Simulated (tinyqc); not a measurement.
A longer run and its error bar: q-state Potts model on a small periodic square lattice: enumeration, Metropolis, heat-bath and Wolff steps. Computed by tinyqc, a small Python program. Command: `OMP_NUM_THREADS=1 python tinyqc.py 3111224 3111225 out.jsonl potts walk`. One thread of a shared host (Intel(R) Xeon(R) Processor @ 2.30GHz), about 0.08 s of CPU time with the checks.

E = -J x (number of nearest-neighbour bonds with equal states); n x n sites with periodic edges have 2 n^2 bonds. Order parameter m = (q f - 1)/(q - 1), f being the largest share of one state. Sites are numbered row by row from 0. Here q = 3 and n = 3.

Inputs (values chosen for the exercise, for a model of domains or grain orientations):
```
quantity,value,unit
number of states q,3,-
edge n,3,-
coupling J,72,meV
temperature T,915,K
seed,971848,-
```

Update: heat bath.

Constants: k_B = 8.617333262e-05 eV/K.

Method:
- K = J/(k_B T); the infinite square lattice orders at K_c = ln(1 + sqrt(q)); Wolff bond probability p = 1 - exp(-K).
- All q^(n^2) states are counted by their number b of equal bonds; weights g(b) exp(K b), K = J/(k_B T). Per site: u = -J <b>/n^2, c/k_B = K^2 (<b^2> - <b>^2)/n^2.
- ln Z = ln sum g(b) exp(K b); entropy per site s/k_B = (ln Z - K <b>)/n^2.
- After 400 updates are discarded, b is recorded for 4000 sweeps of n^2 steps of the update named (random numbers not printed, so these rows are one sample). Records are averaged in blocks; the error is the scatter of block means over sqrt(number of blocks), and the last column its square over that for single records.

start states:
```
,1,2,3
1,2,1,2
2,0,2,1
3,0,2,1
```

K = 0.913142

<b> = 14.5756

Blocking:
```
block length,mean b,error,variance ratio
1,14.501,0.05790,1.0000
4,14.501,0.09343,2.6041
16,14.501,0.13135,5.1469
40,14.501,0.12959,5.0099
100,14.501,0.13937,5.7947
```

What follows from these numbers?

The run gives 14.501 +/- 0.130 (blocks of 40) against the exact 14.576, a difference of 0.6 error bars. Single records understate the error by a factor of about 2.2, because successive records are correlated.

Extremes, crossings and ranges named in words are read from the listed rows.
